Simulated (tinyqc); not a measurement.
Thin film between two gates, subbands and threshold shift from confinement: two steps of the calculation.

Undoped body with a flat potential across it, hard walls, transport along x. Three valley pairs (g = 2 each) with the longitudinal mass along x, y or z. Non-parabolicity enters the subband edges through E (1 + al E) = gamma, so E = 2 gamma/(1 + sqrt(1 + 4 al gamma)); motion within a subband is taken as parabolic with the band-edge mass. Energies are counted from the bulk band edge.

Values chosen for this exercise; masses close to those of silicon:
- T = 200 K (temperature)
- ml = 0.912 m0 (longitudinal mass)
- mt = 0.189 m0 (transverse mass)
- al = 0.5 1/eV (non-parabolicity)
- t = 4.9 nm (film thickness (along z))
- dl = 0 nm (widening of the box by penetration into the insulator)

Constants: q = 1.602176634e-19 C, kB = 1.380649e-23 J/K, hbar = 1.054571817e-34 J s, m0 = 9.1093837015e-31 kg, Vt = kB T/q, hbar^2/(2 m0) = 0.0380998212 eV nm^2. Results are converted to the units shown.

Problem 1. Lowest subbands. gamma = C (pi k/(t + dl))^2/mz, C = hbar^2/(2 m0). List the 6 lowest, labelled by valley axis and quantum numbers, with degeneracy g and N_k: N_k = g sqrt(mx my) m0 kB T/(pi hbar^2).

Give: E_k; g; N_k.

Solution 1.

| subband | E_k (eV) | g | N_k (cm^-2) |
|---|---|---|---|
| z1 | 0.017028 | 2 | 2.7214e12 |
| z2 | 0.066481 | 2 | 2.7214e12 |
| x1 | 0.079689 | 2 | 5.9780e12 |
| y1 | 0.079689 | 2 | 5.9780e12 |
| z3 | 0.14416 | 2 | 2.7214e12 |
| z4 | 0.24480 | 2 | 2.7214e12 |

Problem 2. Threshold shift. Each subband has N_k = g sqrt(mx my) m0 kB T/(pi hbar^2); without degeneracy n = exp(EF/Vt) sum N_k exp(-E_k/Vt). Classical value Nc times t, Nc = sum over valleys of 2 g (m m0 kB T/(2 pi hbar^2))^1.5 with m = (mx my mz)^(1/3). Threshold shift dVT = Vt ln(classical value/sum N_k exp(-E_k/Vt)). Use the subbands listed.

| subband | E_k (eV) | N_k (cm^-2) |
|---|---|---|
| z1 | 0.017027616 | 2.7213969e12 |
| z2 | 0.066480512 | 2.7213969e12 |
| x1 | 0.079689343 | 5.9780342e12 |
| y1 | 0.079689343 | 5.9780342e12 |
| z3 | 0.14416194 | 2.7213969e12 |
| z4 | 0.24479827 | 2.7213969e12 |

Find: shares; sum N_k exp(-E_k/Vt); Nc; classical value; dVT.

Solution 2.

| subband | shares (%) |
|---|---|
| z1 | 85.238 |
| z2 | 4.836 |
| x1 | 4.936 |
| y1 | 4.936 |
| z3 | 0.053 |
| z4 | 0.000 |

sum N_k exp(-E_k/Vt) = 1.1887e12 cm^-2
Nc = 1.4793e19 cm^-3
classical value = 7.2484e12 cm^-2
dVT = 31.159 mV

Numbers from tinyqc (`OMP_NUM_THREADS=1 python tinyqc.py 2350009 2350010 out.jsonl`; about 0.06 s on one thread of a shared Intel Xeon 2.30GHz).
